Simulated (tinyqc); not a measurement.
Exact and approximate size effects: heat flow across a film from the phonon Boltzmann equation in the relaxation-time approximation. Computed by tinyqc, a small Python program. Command: `OMP_NUM_THREADS=1 python tinyqc.py 3028294 3028295 out.jsonl slabbte walk`. One thread of a shared host (Intel(R) Xeon(R) Processor @ 2.30GHz), about 0.01 s of CPU time with the checks.

Two black walls, hot at x = 0 and cold at x = L, emit phonons isotropically. For one free path Lambda, with tau = x/Lambda, tau_L = L/Lambda and phi = (T - T_cold)/Delta T, energy balance gives phi(tau) = (1/2) [E2(tau) + int_0^tau_L phi(s) E1(|tau - s|) ds]; E_n are the exponential integrals. The flux over the ballistic flux C v Delta T/4 is psi = 1 - 2 int_0^tau_L phi(s) E2(s) ds, and kappa_eff/kappa = (3/4) tau_L psi. kappa = C v Lambda/3 is an input, so at fixed kappa a longer free path means a smaller C v.

Inputs (values chosen for the exercise, modelled on gallium arsenide): free path Lambda_1 = 55 nm; free path Lambda_2 = 610 nm; share f_2 of kappa = 0.42.

Free-path groups: two.

Method:
- Cut the film into n equal cells with constant phi, collocated at the centres c_i: the kernel integrates to A_ij = |E2(|c_i - e_j|) - E2(|c_i - e_(j+1)|)|/2 for cell edges e_j, and A_ii = 1 - E2(half a cell); solve (1 - A) phi = E2(c)/2; psi = 1 - 2 sum_j phi_j [E3(e_j) - E3(e_(j+1))].
- Each group is solved on its own with 150 and 300 cells, psi = (4 psi(300) - psi(150))/3, and weighted by its share of kappa (f_1 is what the others leave); exchange of energy between groups inside the film is left out.
- Two-flux: kappa_eff/kappa = sum f_i/(1 + 4 Lambda_i/(3 L)). Matthiessen with the thickness: sum f_i/(1 + Lambda_i/L). Ballistic limit: sum f_i 3 L/(4 Lambda_i).

Kappa_eff/kappa:
```
L (nm)  Boltzmann  two-flux  Matthiessen  ballistic limit
1.6      0.013134  0.013209     0.017495         0.013481
5.5      0.042648  0.043286     0.056480         0.046340
14       0.097618   0.10008      0.12710          0.11796
33        0.19038   0.19638      0.23906          0.27804
82        0.33527   0.34465      0.39692          0.69089
220       0.51477   0.52442      0.57533           1.8536
550       0.67187   0.68120      0.72641           4.6340
1400      0.80901   0.81679      0.85061           11.796
```

What does the comparison show, and why?

The two-flux formula lies above the Boltzmann result by at most about 3.2 % (at L = 33 nm); the Matthiessen form is high by up to 33 %, since it misses the factor 3/4 of the ballistic limit. The thinnest film reaches 97 % of that limit, and the thickest, 25 Lambda_1, only 81 % of the bulk value: the long free paths keep the size effect alive far beyond Lambda_1. Rows below about 10 nm are near the phonon wavelength, where a particle picture fails.
